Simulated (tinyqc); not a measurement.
Lateral field, substrate current, probability of reaching the oxide barrier and hot-carrier lifetime of a silicon transistor (pseudo-two-dimensional and lucky-electron models): one step, computed by the program tinyqc.

Local-field models: a lucky carrier gains its energy at the peak field over a path free of collisions. Voltages are magnitudes.

Question. Saturation point and current. C_ox = 3.9 eps_0/t; F_sat = 2 v_s/mu; V_Dsat = V_ov F_sat L/(V_ov + F_sat L), V_ov = V_G - V_T; I_D/W = C_ox v_s (V_ov - V_Dsat).

Inputs (values chosen for the exercise, modelled on a silicon p-channel):
```
quantity                                value                      unit
channel length L                         1100                        nm
oxide thickness t                          21                        nm
junction depth x_j                        290                        nm
mobility mu                               130                cm^2/(V s)
saturation velocity v_s                  0.68                  1e7 cm/s
threshold voltage V_T                    0.54                         V
gate voltage V_G                            7                         V
ionisation prefactor A_i              9.1e+06                      1/cm
ionisation field B_i                     3.85                     MV/cm
hot-carrier mean free path lambda         4.8                        nm
oxide barrier phi_b                       4.6                        eV
interface-trap threshold phi_it           4.5                        eV
lifetime constant H                        50  s microampere/micrometre
length of the depleted extension L_n       75                        nm
```

Drain: lightly doped extension.

Constants: eps_0 = 8.8541878128e-12 F/m.

Give: F_sat; V_Dsat; drain current I_D/W.

Answer.

F_sat = 104.6 kV/cm

V_Dsat = 4.137 V

drain current I_D/W = 259.7 microampere/micrometre
